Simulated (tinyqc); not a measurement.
What moves transparency and gain: optical gain and spontaneous emission in a bulk direct-gap semiconductor.

Parabolic bands, vertical transitions, no excitons. For each hole band j: mr = me mj/(me + mj); joint density of states J_j(E) = (mr/c)^(3/2) sqrt(E - Eg)/(2 pi^2), both spins, c = hbar^2/2m0; averaged matrix element |e.p|^2 = m0 Ep/6; alpha_j(E) = 4 pi^2 alpha_f c Ep J_j/(3 nr E) in 1/angstrom (alpha_f the fine-structure constant, listed as alpha among the constants), times 1e8 for 1/cm.

F_j(eta) = (1/Gamma(j + 1)) integral_0^infinity x^j dx/(1 + exp(x - eta)), which tends to exp(eta) for eta << 0.

Quasi-Fermi levels: n = Nc F_1/2(Fc/kT) and p = Nv F_1/2(Fv/kT), Fc counted up from the conduction edge and Fv down from the valence edge; Nc, Nv from N = 2 (m kB T/(4 pi c))^(3/2) with c = hbar^2/2m0, in 1/angstrom^3; times 1e24 for 1/cm^3, with me and (mhh^(3/2) + mlh^(3/2))^(2/3).

For band j the electron sits at Ee = (E - Eg) mr/me above its edge and the hole at Eh = (E - Eg) mr/mj; fe = 1/(1 + exp((Ee - Fc)/kT)), fh = 1/(1 + exp((Eh - Fv)/kT)); gain g = sum_j alpha_j (fe + fh - 1).

Constants: hbar^2/2m0 = 3.80998211 eV angstrom^2; fine-structure constant alpha = 0.007297352564; kB = 8.617333262e-05 eV/K.

Values chosen for the exercise (near those of GaAs; not measured data): Eg = 1.417 eV (direct gap); me = 0.0674 m0 (electron mass); mhh = 0.483 m0 (heavy-hole mass); mlh = 0.0835 m0 (light-hole mass); Ep = 25.9 eV (Kane energy); nr = 3.56 (refractive index); T = 300 K; n = 3.5e+18 1/cm^3 (injected density, n = p).

Transparency is Fc + Fv = 0; the peak is the largest g over E at the density n (0 if none). Each row changes one parameter from the base and keeps the others.

Results:
```
case                 transparency density (1/cm^3)  Fc + Fv (eV)  peak gain (1/cm)
base                                      1.21e+18        0.0990              1119
me = 0.0775 m0                            1.39e+18        0.0819              1146
mhh = 0.29 m0                             9.40e+17        0.1203              1849
Ep = 28.5 eV                              1.21e+18        0.0990              1232
T = 340 K                                 1.46e+18        0.0885               875
n = 4.55e+18 1/cm^3                       1.21e+18        0.1315              1586
nr = 3.74                                 1.21e+18        0.0990              1065
```

The largest shifts from the base row, up to three for each result and ties (the steps differ in size, so this ranks the rows, not the parameters). transparency density (1/cm^3): mhh -2.73e+17, T +2.51e+17, me +1.75e+17; unchanged at the printed digits by Ep, n and nr. Fc + Fv (eV): n +0.0325, mhh +0.0213, me -0.0171; unchanged at the printed digits by Ep and nr. peak gain (1/cm): mhh +729, n +467, T -245.

Program tinyqc; command `OMP_NUM_THREADS=1 python tinyqc.py 1680551 1680552 out.jsonl`; about 0.08 s on one thread of a shared Intel(R) Xeon(R) Processor @ 2.30GHz.
